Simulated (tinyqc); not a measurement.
Energy and delay of logic against supply voltage: two steps of the calculation.

One expression serves below and above threshold: I(Vg) = Ik [ln(1 + exp((Vg - VT + dd V)/(al nf Vt)))]^al, with I_on = I(V) and I_off = I(0). Gate delay td = kd C V/I_on, clock period LD td. Per gate and cycle the switching energy is act C V^2 and the leakage energy I_off V LD td. No short-circuit current, no variation. Minima are sought above 0.09 V; below a few Vt gates no longer switch and the model has no meaning.

Parameters, values chosen for the exercise; values of the order met in logic technologies: temperature T = 378 K; threshold voltage at zero drain bias VT = 0.43 V; slope factor nf = 1.19; barrier lowering per volt of supply dd = 0.1; specific current of a gate Ik = 2.4 uA; exponent of the current law al = 1.6; load capacitance of a gate C = 2.6 fF; delay factor kd = 0.6; logic depth LD = 20; activity factor act = 0.1; supply voltage V = 0.64 V.

Constants: q = 1.602176634e-19 C, kB = 1.380649e-23 J/K, Vt = kB T/q. Results are converted to the units shown.

Task 1. Currents, delay and energies. I_on, I_off, td, clock frequency 1/(LD td), both energies and their sum.

Find: I_on; I_off; td; clock frequency; switching energy; leakage energy; energy.

Result 1.

I_on = 25.97 uA
I_off = 0.1899 nA
td = 38.45 ps
clock frequency = 1.300 GHz
switching energy = 106.5 aJ
leakage energy = 0.09347 aJ
energy = 106.6 aJ

I_on/I_off = 1.37e5; leakage makes up 0.0877 % of the energy.

Task 2. New V. Minimum-energy supply: E(V) is the energy per gate and cycle; with h = 0.001 V, E' = (E(V + h) - E(V - h))/(2 h), E'' = (E(V - h) - 2 E(V) + E(V + h))/h^2, V(new) = V - E'/E''.

V after iteration 1 = 0.20519001 V

Find: E'; E''; V after iteration 2.

Result 2.

E' = 1.1966 aJ/V
E'' = 1896.9 aJ/V^2
V after iteration 2 = 0.20456 V

tinyqc, about 0.01 s, one thread, Intel Xeon 2.30GHz (shared host): `OMP_NUM_THREADS=1 python tinyqc.py 2082153 2082154 out.jsonl`
